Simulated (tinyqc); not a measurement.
Magnetisation curve: two coupled magnetic layers: synthetic antiferromagnet, spin flop, exchange bias and magnetoresistance. Computed by tinyqc, a small Python program. Command: `OMP_NUM_THREADS=1 python tinyqc.py 3027224 3027225 out.jsonl saf walk`. One thread of a shared host (Intel(R) Xeon(R) Processor @ 2.30GHz), about 0.3 s of CPU time with the checks.

Moments lie in the plane at the angles p1, p2 from the field. Energy per area: E = J1 cos(p1 - p2) + J2 cos^2(p1 - p2) - B M_s (t1 cos p1 + t2 cos p2) + K (t1 sin^2 p1 + t2 sin^2 p2).

Inputs (values chosen for the exercise, for a model stack):
```
quantity,value,unit
saturation magnetisation M_s,1350,kA/m
thickness t1,3.8,nm
thickness t2,2.6,nm
antiferromagnetic coupling J1,0.39,mJ/m^2
biquadratic coupling J2,0,mJ/m^2
in-plane anisotropy K,3.4,kJ/m^3
field over the saturation field,0.74,-
```

Field direction: along the easy axis.

Method. The parallel state is stable while the Hessian at p1 = p2 = 0 is positive: with c = J1 + 2 J2 and u = B M_s + 2K, (u t1 - c)(u t2 - c) > c^2, so B_sat M_s = c (1/t1 + 1/t2) - 2K. B_K = 2K/M_s. The lowest minimum of E over both angles (from five starts; of two mirror images the one with p1 >= 0, and for equal layers |p1| <= |p2|).

saturation field B_sat = 182.097 mT

Equilibrium states:
```
B/B_sat,B (mT),p1 (degrees),p2 (degrees),m/m_sat
0.02,3.64,0.000,-180.00,0.1875
0.06,10.93,0.000,-180.00,0.1875
0.12,21.85,0.000,-180.00,0.1875
0.20,36.42,0.000,-180.00,0.1875
0.30,54.63,15.167,-153.02,0.2110
0.45,81.94,40.692,-91.96,0.4363
0.60,109.26,39.224,-70.51,0.5955
0.80,145.68,29.376,-46.16,0.7988
0.95,172.99,14.960,-22.19,0.9498
1.10,200.31,0.000,0.00,1.0000
```

What does the comparison show, and why?

The collinear state is the lowest in 4 row(s), with m/m_sat = (t1 - t2)/(t1 + t2) = 0.187; then the moments are canted and close at B_sat. The largest gap between m/m_sat and B/B_sat in the canted rows is 0.089.

Extremes, crossings and ranges named in words are read from the listed rows.
